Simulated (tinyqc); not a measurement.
Undoped symmetric double-gate MOSFET, analytic potential model: output curve.

An undoped body of thickness ts between two equal insulators and tied gates; long channel, electrons only, n = ni exp((psi - V)/Vt) with V the quasi-Fermi potential (0 at the source, Vd at the drain), constant mobility, no quantisation. Across the body psi(x) = V - 2 Vt ln[(ts/(2 beta)) sqrt(q ni/(2 eps0 eps_r Vt)) cos(2 beta x/ts)], x from the centre. Q is the electron charge per area of the whole body.

ni = sqrt(Nc Nv) exp(-Eg/(2 Vt)), Eg in volts; r = eps_r tox/(eox ts); V0 = dphi + 2 Vt ln[(2/ts) sqrt(2 eps0 eps_r Vt/(q ni))]. beta (between 0 and pi/2) solves (Vg - V0 - V)/(2 Vt) = ln(beta) - ln(cos beta) + 2 r beta tan(beta). Q = 8 eps0 eps_r Vt beta tan(beta)/ts; I = mu (1/L)(4 eps0 eps_r/ts)(2 Vt)^2 [g(beta_s) - g(beta_d)] per width, g = beta tan(beta) - beta^2/2 + r beta^2 tan^2(beta), with beta_s at V = 0 and beta_d at V = Vd.

Inputs (values chosen for the exercise); material values close to those of gallium arsenide:
- T = 400 K (temperature)
- Eg = 1.44 eV (band gap)
- eps_r = 12.7 (relative permittivity of the semiconductor)
- Nc = 6.73e17 cm^-3 (conduction-band density of states at T)
- Nv = 1.36e19 cm^-3 (valence-band density of states at T)
- eox = 9.16 (relative permittivity of the gate insulator)
- tox = 6.1 nm (insulator thickness)
- ts = 20 nm (body thickness)
- dphi = -0.01 V (gate work function less that of the intrinsic body)
- mu = 470 cm^2/(V s) (channel mobility)
- L = 0.1 um (gate length)
- Vg = 0.95 V (gate voltage)

Constants: q = 1.602176634e-19 C, kB = 1.380649e-23 J/K, Vt = kB T/q, eps0 = 8.8541878128e-14 F/cm where lengths are in cm. Results are converted to the units shown.

Result of one run:

| Qd (nC/cm^2) | Qd/Qs | I (uA/um) |
|---|---|---|
| 0.6795 | 0.001212 | 420.4 |

Which drain voltage Vd gave this result: 0.28, 0.38, 0.44 or 0.49 V?

Vd = 0.49 V.

The whole series:

| Vd (V) | Qd (nC/cm^2) | Qd/Qs | I (uA/um) |
|---|---|---|---|
| 0.06 | 440.6 | 0.7863 | 141.0 |
| 0.11 | 346.2 | 0.6177 | 233.4 |
| 0.17 | 241.4 | 0.4307 | 316.0 |
| 0.22 | 163.4 | 0.2915 | 363.3 |
| 0.28 | 85.66 | 0.1528 | 397.9 |
| 0.33 | 39.42 | 0.07034 | 412.3 |
| 0.38 | 13.59 | 0.02425 | 418.1 |
| 0.44 | 2.806 | 0.005007 | 420.1 |
| 0.49 | 0.6795 | 0.001212 | 420.4 |

The current rises from 141 to 420 uA/um, while the charge at the drain end falls from 0.79 to 0.0012 of that at the source. The current first comes within 1 % of its last value at Vd = 0.38 V among the rows. Over the last rows Qd falls by a factor of e for each Vt of drain voltage: the drain end is in weak inversion. In every row the surface density at the source passes 0.3 Nc, where Boltzmann statistics fail. For Vd = 0.11 to 0.49 V mu V/L, with V the smaller of Vd and Vg - V0, passes 3e6 cm/s, so velocity saturation would lower the current. In every row L is under three scale lengths of this cross-section, so short-channel effects, left out here, would raise the subthreshold current.

Program tinyqc, `OMP_NUM_THREADS=1 python tinyqc.py 2440147 2440148 out.jsonl`; Intel Xeon 2.30GHz, shared host, one thread, about 0.02 s.
